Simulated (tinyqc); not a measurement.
Read current of a NAND string, cells in series solved by shooting: one step of the calculation.

Cells in series, numbered from 0 at the source line (0 V) to the bit line, each followed by a gap resistance Rg. A cell with gate Vg, threshold VT, source Vs and drain Vd passes I = 2 nf K Vt^2 [F(Vs) - F(Vd)]/(1 + th max(Vg - VT, 0)), F(V) = ln^2(1 + exp((Vg - VT - nf V)/(2 nf Vt))). The selected cell has Vg = Vr, the others Vg = Vp.

Question. Node voltages for a trial current. For a trial current I start at 0 V and, cell by cell (the selected one is cell 3), solve for the drain: sqrt(F(Vd)) = sqrt(F(Vs) - I/k), k = 2 nf K Vt^2/(1 + th max(Vg - VT, 0)), Vd = [Vg - VT - 2 nf Vt ln(exp(sqrt F) - 1)]/nf, then add I Rg.

Inputs (values chosen for the exercise); values of the order met in vertical NAND strings:
```
symbol  value    unit                                 meaning
T         358       K                             temperature
K          13  uA/V^2                   gain factor of a cell
nf        1.5                                    slope factor
th       0.14     1/V               mobility reduction factor
Rg          5    kohm     resistance of the gap between cells
Vbl       0.4       V                        bit-line voltage
Vp        6.2       V                            pass voltage
Vr       2.84       V  read voltage on the selected word line
```

Constants: q = 1.602176634e-19 C, kB = 1.380649e-23 J/K, Vt = kB T/q. Results are converted to the units shown.

second trial current = 1.3 uA
thresholds from the source end, cell 0 to 3 (V): 3.5  -1.7  3.5  1.9

Find: node voltage after each cell and gap, trial 2.

Answer.

node voltage after each cell and gap, trial 2, cell 0 to 3 (V): 0.05828  0.09181  0.1530  0.3627

Program tinyqc, `OMP_NUM_THREADS=1 python tinyqc.py 2142025 2142026 out.jsonl`; Intel Xeon 2.30GHz, shared host, one thread, about 0.8 s.
